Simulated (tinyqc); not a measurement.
What each parameter does: defect-molecule model of a vacancy with Jahn-Teller distortion.

Four dangling hybrids a, b, c, d point into the vacancy: H_ii = E0, and -gm between any two. A tetragonal distortion Q pairs a with b and c with d: those two couplings become -gm - I Q and the other four -gm + I Q/2, at an elastic cost k Q^2/2. The a1 level holds two electrons; charge states 2+, + and 0 put n = 0, 1, 2 more into the lowest level of t2 origin. Energy from the 2+ state at Q = 0, with the Fermi level mu counted from Ev: W_n(Q) = n (et - 2 I Q) + k Q^2/2 + Uc n (n - 1)/2 - n mu. et = E0 + gm is the undistorted t2 level.

Values chosen for the exercise (of the size used for the vacancy in silicon; the results hold for these values, not for the real material): E0 = -0.14 eV (level of a dangling hybrid, from Ev); gm = 0.39 eV (coupling between two dangling hybrids); I = 1.05 eV/angstrom (Jahn-Teller coupling); k = 16.9 eV/angstrom^2 (force constant of the mode); Uc = 0.33 eV (repulsion of two electrons in one orbital).

E_JT = 2 I^2/k, E(2+/+) = et - E_JT, E(+/0) = et - 3 E_JT + Uc, U_eff = E(+/0) - E(2+/+); a1 level E0 - 3 gm.

One parameter was then changed.

Results before and after:
```
case     (2+/+) (eV)  (+/0) (eV)  U_eff (eV)  a1 (eV)
base          0.1195      0.1886      0.0691  -1.3100
changed       0.0921      0.1064      0.0143  -1.3100
```

Which of these changes was made? (a) gm = 0.43 eV; (b) E0 = -0.09 eV; (c) Uc = 0.39 eV; (d) I = 1.155 eV/angstrom; (e) k = 18.59 eV/angstrom^2.

Answer: (d) I = 1.155 eV/angstrom. Of the candidates, run in turn, only this one gives the changed row.

All candidates:
```
case                     (2+/+) (eV)  (+/0) (eV)  U_eff (eV)  a1 (eV)
base                          0.1195      0.1886      0.0691  -1.3100
E0 = -0.09 eV                 0.1695      0.2386      0.0691  -1.2600
gm = 0.43 eV                  0.1595      0.2286      0.0691  -1.4300
I = 1.155 eV/angstrom         0.0921      0.1064      0.0143  -1.3100
k = 18.59 eV/angstrom^2       0.1314      0.2242      0.0928  -1.3100
Uc = 0.39 eV                  0.1195      0.2486      0.1291  -1.3100
```

E0 and gm move both levels alike, so U_eff depends on I, k and Uc alone.

Run: tinyqc, `OMP_NUM_THREADS=1 python tinyqc.py 1480426 1480427 out.jsonl`; Intel(R) Xeon(R) Processor @ 2.30GHz, one thread, shared host; about 0.01 s of CPU time with all checks.
